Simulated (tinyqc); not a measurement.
Inside a calculation. Method: one-electron ion in a basis of Gaussians. Computed by tinyqc, a small Python program that keeps every step. Settings: Z = 4, l = 0. Command: `OMP_NUM_THREADS=1 python tinyqc.py 22411 22412 out.jsonl` (the two numbers bound the seeds that draw the settings). One thread of a shared host (Intel(R) Xeon(R) Processor @ 2.60GHz), about 0.01 s of CPU time with the checks.

## Matrices over normalised Gaussians

exponents of r^l exp(-a r^2) (1/bohr^2): 2.053000  7.627000

Z = 4

l = 0

With p = a_i + a_j and I(k) = Gamma((k+1)/2) / (2 p^((k+1)/2)): S = I(2l+2), T = (2l+3) a_i a_j S / p, V = -Z I(2l+1), each divided by sqrt(S_ii S_jj).

S:
```
          1         2
1  1.000000  0.739246
2  0.739246  1.000000
```

T (hartree):
```
          1          2
1  3.079500   3.587382
2  3.587382  11.440500
```

V (hartree):
```
            1           2
1   -9.145859  -10.381060
2  -10.381060  -17.628157
```

## Generalised eigenproblem

H = T + V (hartree):
```
           1          2
1  -6.066359  -6.793679
2  -6.793679  -6.187657
```

Solve H C = S C e through S^(-1/2); each column has its largest component positive (the first on a tie).

eigenvalues of S: 0.260754  1.739246

eigenvalues (hartree): -7.429714  2.557514

coefficients:
```
          1          2
1  0.523663   1.389523
2  0.548638  -1.379853
```

For Z = 4 and l = 0 the exact lowest level is -Z^2/(2 n^2) with n = l + 1: -8.000000 hartree.
